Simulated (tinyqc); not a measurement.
Worked calculation: plane-wave Kohn-Sham cycle with exchange-only LDA in a layered model solid. One step of it, computed by the program tinyqc.

Problem. Iteration 2: Hamiltonian at one k. H(m,m') = (k + G_m)^2/2 delta + V(G_m - G_m'), with V(-G) = V(G).

A solid whose potential varies along x alone (atomic units):
```
parameter,value
period a,4.600000
cross-section of the cell,33.000000
electrons per cell,4
grid points,16
"plane waves -n..n, n",3
k points,2
V1 in V1 cos(2 pi x/a),-0.640000
```

V(G_m), m = 0, 1, 2, ... (hartree): -0.292176  -0.311428  0.001500  0.000399  0.000044  0.000009  0.000002

k = 0.250000 2 pi / a

Give: H.

Solution.

H (hartree), lower triangle:
```
,-3,-2,-1,+0,+1,+2,+3
-3,6.7625
-2,-0.3114,2.5647
-1,0.0015,-0.3114,0.2326
+0,0.0004,0.0015,-0.3114,-0.2339
+1,0.0000,0.0004,0.0015,-0.3114,1.1654
+2,0.0000,0.0000,0.0004,0.0015,-0.3114,4.4304
+3,0.0000,0.0000,0.0000,0.0004,0.0015,-0.3114,9.5611
```
